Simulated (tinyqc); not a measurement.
Virtual-crystal alloy in the empirical-pseudopotential method: one step. Levels in the small basis. Three cases, with inputs chosen for the exercise.

Question. Diagonalise; the gap between the fourth and fifth level is a first estimate of the direct gap at X.

Case 1.

H in this small basis (eV):
```
             000      -200    -1+1+1    -1-1-1    -1+1-1    -1-1+1
000      5.02352         0  -2.04016   2.04016  -2.04016  -2.04016
-200           0   5.02352   2.04016  -2.04016  -2.04016  -2.04016
-1+1+1  -2.04016   2.04016  10.04704  -0.47715         0         0
-1-1-1   2.04016  -2.04016  -0.47715  10.04704         0         0
-1+1-1  -2.04016  -2.04016         0         0  10.04704   0.47715
-1-1+1  -2.04016  -2.04016         0         0   0.47715  10.04704
```

Case 2.

H in this small basis (eV):
```
             000      -200    -1+1+1    -1-1-1    -1+1-1    -1-1+1
000      5.03072         0  -2.07641   2.07641  -2.07641  -2.07641
-200           0   5.03072   2.07641  -2.07641  -2.07641  -2.07641
-1+1+1  -2.07641   2.07641  10.06145  -0.47586         0         0
-1-1-1   2.07641  -2.07641  -0.47586  10.06145         0         0
-1+1-1  -2.07641  -2.07641         0         0  10.06145   0.47586
-1-1+1  -2.07641  -2.07641         0         0   0.47586  10.06145
```

Case 3.

H in this small basis (eV):
```
             000      -200    -1+1+1    -1-1-1    -1+1-1    -1-1+1
000      5.03435         0  -2.04536   2.04536  -2.04536  -2.04536
-200           0   5.03435   2.04536  -2.04536  -2.04536  -2.04536
-1+1+1  -2.04536   2.04536  10.06870  -0.47348         0         0
-1-1-1   2.04536  -2.04536  -0.47348  10.06870         0         0
-1+1-1  -2.04536  -2.04536         0         0  10.06870   0.47348
-1-1+1  -2.04536  -2.04536         0         0   0.47348  10.06870
```

Give: levels (absolute scale of H); gap.

Answer.

Case 1.

levels (absolute scale of H) (eV): 2.853  2.853  9.570  9.570  12.695  12.695

gap = 3.125 eV

The full basis gives 3.892 eV for this gap.

Case 2.

levels (absolute scale of H) (eV): 2.801  2.801  9.586  9.586  12.767  12.767

gap = 3.181 eV

The full basis gives 3.921 eV for this gap.

Case 3.

levels (absolute scale of H) (eV): 2.857  2.857  9.595  9.595  12.720  12.720

gap = 3.124 eV

The full basis gives 3.855 eV for this gap.

Computed by tinyqc, one run a case: `OMP_NUM_THREADS=1 python tinyqc.py N N+1 out.jsonl` with N = 1080310, 1080474, 1080552; one thread of a shared Intel(R) Xeon(R) Processor @ 2.30GHz, about 0.2 s a run at most.
